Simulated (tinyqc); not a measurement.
Energy against distortion: Peierls distortion of a half-filled chain.

Atoms move by +/- u, so bonds change by -/+ 2u and hoppings are t +/- 2 al u. Bands E = -/+ sqrt((2 t cos x)^2 + D^2 sin^2 x) with D = 4 al u, x = k a in (0, pi/2); the gap is 2D. Energy per atom at zero temperature: E(u) = -mean_x sqrt(...) + 2 K u^2; exactly, the mean is (4t/pi) E(1 - z^2), z = D/2t, E the complete elliptic integral of the second kind with parameter m. Coupling lambda = 2 al^2/(pi t K).

Inputs chosen for the exercise:
- t = 2.89 eV (hopping of the even chain)
- al = 3.6 eV/angstrom (change of hopping with bond length)
- K = 16.3 eV/angstrom^2 (spring constant of a bond)

Exact means; both parts are counted from u = 0.

Energies per atom:

| u (angstrom) | gap (eV) | electrons (meV) | springs (meV) | total (meV) |
|---|---|---|---|---|
| 0.0034 | 0.098 | -0.75 | 0.38 | -0.37 |
| 0.0086 | 0.248 | -4.00 | 2.41 | -1.58 |
| 0.0172 | 0.495 | -13.64 | 9.64 | -4.00 |
| 0.0259 | 0.746 | -27.82 | 21.87 | -5.95 |
| 0.0345 | 0.994 | -45.51 | 38.80 | -6.70 |
| 0.0431 | 1.241 | -66.37 | 60.56 | -5.81 |
| 0.0517 | 1.489 | -90.06 | 87.14 | -2.92 |
| 0.0603 | 1.737 | -116.29 | 118.54 | 2.24 |
| 0.0759 | 2.186 | -169.65 | 187.80 | 18.16 |

The ratio of electronic gain to elastic cost is 1.98 in the first row and 0.90 in the last: the gain goes as u^2 ln(1/u), so it wins at small u for any K. The total is lowest at u = 0.0345 angstrom and turns positive between 0.0517 and 0.0603.

Program tinyqc; command `OMP_NUM_THREADS=1 python tinyqc.py 1652324 1652325 out.jsonl`; about 0.08 s on one thread of a shared Intel(R) Xeon(R) Processor @ 2.30GHz.
